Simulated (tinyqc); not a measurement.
Convergence with cell size: Koster-Slater impurity in a tight-binding band, by Green functions and by supercells. Computed by tinyqc, a small Python program. Command: `OMP_NUM_THREADS=1 python tinyqc.py 3005417 3005418 out.jsonl kosterslater walk`. One thread of a shared host (Intel(R) Xeon(R) Processor @ 2.30GHz), about 0.02 s of CPU time with the checks.

One orbital per site, e(k) = -2 t sum cos(k_i) over 2 direction(s), band from -4 t to 4 t, lattice constant 1. One site has the extra energy U. Spin is left out.

Inputs (values chosen for the exercise, for a model band): hopping t = 1.9 eV; impurity potential U = -4.03 eV.

Lattice: square.

Method:
- Outside the band G0(E) = (2/(pi E)) K(m), m = 16 t^2/E^2, K the complete elliptic integral with parameter m.
- A bound state solves 1/U = G0(E).
- Bisection in ln(distance from the edge) between 1e-5 t and |U| + t. Weight on the impurity site: -1/(U^2 dG0/dE), by a central difference with step min(1e-4 t, distance/30). Decay length along an axis: 1/arccosh(1 + distance/(2 t)).
- In a periodic cell of N sites along each direction with Bloch vector K, the level solves 1/U = N^-d sum_k 1/(E - e(k)), k_i = (2 pi m_i + K_i)/N, m_i = 0..N-1; the outermost root on the side of U is taken (bisection). d is the number of directions. Gamma means K_i = 0, the zone corner K_i = pi, the quarter point K_i = pi/2.
- Even N; errors against the isolated level E_b, set to 0 below 1e-6 t.

level E_b = -7.75459 eV

decay length = 3.51766 sites

Error of the level (eV):

| N | sites | Gamma | corner | quarter point |
|---|---|---|---|---|
| 2 | 4 | -1.2532 | 3.7246e+00 | 7.8010e-01 |
| 4 | 16 | -0.3696 | 7.8010e-01 | 1.0966e-01 |
| 6 | 36 | -0.1653 | 2.6371e-01 | 2.5127e-02 |
| 8 | 64 | -0.0847 | 1.0966e-01 | 6.7976e-03 |
| 12 | 144 | -0.0249 | 2.5127e-02 | 5.8440e-04 |
| 16 | 256 | -0.0074 | 6.7976e-03 | 5.3385e-05 |

What follows from these numbers?

The error at Gamma falls exponentially, between the last two resolved rows by exp(-0.304) per site against 1/(decay length) = 0.284; the rest is the power-law prefactor of the Green function. Gamma and the corner err in opposite directions. No listed cell reaches 1 meV at Gamma; at the quarter point N = 12 is enough.

Extremes, crossings and ranges named in words are read from the listed rows.
